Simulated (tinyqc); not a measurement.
Inside a calculation: free and nearly free electrons in a metal. Values are carried at full precision from step to step, so a last printed digit may differ when a step is redone from the rounded ones.

The cubic cell holds 2 atoms: n = 2 z/a^3, kF = (3 pi^2 n)^(1/3), EF = c kF^2/m, vF = 2 c kF/(m hbar), c = hbar^2/2m0; rs = (3/(4 pi n))^(1/3)/a0; D(EF) = 3 n/(2 EF).

Constants: hbar^2/2m0 = 3.80998211 eV angstrom^2; hbar = 6.58211957e-16 eV s; a0 (Bohr radius) = 0.5291772105 angstrom; kB = 8.617333262e-05 eV/K.

Parameters, chosen for this exercise (near those of K; the results hold for these values, not for the real material): a = 5.204 angstrom (bcc lattice constant); z = 1 (free electrons an atom); m = 0.94 m0 (mass); rho = 7.1 micro-ohm cm (bulk resistivity); T = 290 K; V = 1.46 eV (|V_G| for G = (110)); x = 0.97 (k along G as a share of |G|/2).

## The Fermi sphere

Evaluate the free-electron quantities.

n = 0.01419 1/angstrom^3
kF = 0.7490 1/angstrom
EF = 2.274 eV
vF = 9.224e+05 m/s
rs = 4.842
D(EF) per atom = 0.6597 1/eV

## Relaxation time and mean free path

Drude: 1/rho = n e^2 tau/(m m0) with e = 1.602176634e-19 C and m0 = 9.1093837e-31 kg; mean free path l = vF tau; rho l = hbar kF/(n e^2) = 12 pi^3 hbar/(e^2 S) with S = 4 pi kF^2 does not depend on tau or m.

Use SI units: n in 1/m^3 (1e30 per 1/angstrom^3), rho in ohm m (1e-8 per micro-ohm cm).

tau = 33.11 fs
l = 30.54 nm
rho l = 21.683 1e-16 ohm m^2

Wires lose conductivity to surfaces and grain boundaries, with an excess that scales as rho l over the width and is of the order of rho itself at a width of l = 31 nm.

## Thermal quantities

gamma = (pi^2/3) kB^2 D(EF) per atom, times 96485.33 x 1e3 for mJ/(mol K^2); mu(T) = EF (1 - (pi kB T/EF)^2/12); Wiedemann-Franz kappa = L0 T/rho with L0 = (pi^2/3) (kB/e)^2, kB/e in V/K.

gamma = 1.555 mJ/(mol K^2)
mu - EF = -0.2259 meV
kappa = 100 W/(m K)

## The sphere against the zone faces

Take G = (hkl) 2 pi/a for (110), (200) and (211), with the number of equivalent faces. The Bragg plane of G lies at |G|/2 with |G| = (2 pi/a) sqrt(h^2 + k^2 + l^2). Where kF exceeds it, the sphere cuts the plane in a circle of radius sqrt(kF^2 - G^2/4).

Distance and circle for each G:
```
G      faces  |G|/2 (1/angstrom)  kF/(|G|/2)  circle radius
(110)     12              0.8537      0.8773              -
(200)      6              1.2074      0.6204              -
(211)     24              1.4787      0.5065              -
```

The sphere stays inside the first zone; it reaches 0.877 of the way to the nearest faces.

## Two plane waves near the face

Two plane waves k and k - G, G = (110) (2 pi/a): H = [[c k^2/m, V], [V, c (k - G)^2/m]] with c = hbar^2/2m0.

Build H for k along G, diagonalise, and give the weight of the first wave in the lower state and its velocity along G relative to a free electron, (w k + (1 - w)(k - G))/k.

H (eV):
```
        1       2
1  2.7797  1.4600
2  1.4600  3.1342
```

levels (eV): 1.4862  4.4277

w = 0.5603
v/v_free = 0.0933

The splitting is 2.941 eV here and 2V = 2.92 eV on the face, where the normal velocity vanishes. There the lower band lies at 1.494 eV, below the free EF of 2.274 eV, so by this test the Fermi surface touches the face (V is large against EF, which it lowers, so the test is rough). Real Na and K have far smaller V and nearly spherical surfaces.

## Checks

- Lower level against the closed form of the 2 x 2 problem (eV): both 1.4862.
- The product rho l against hbar kF/(n e^2) (1e-16 ohm m^2): both 21.68.

tinyqc: `OMP_NUM_THREADS=1 python tinyqc.py 1652058 1652059 out.jsonl`; about 0.01 s, one thread, shared Intel(R) Xeon(R) Processor @ 2.30GHz.
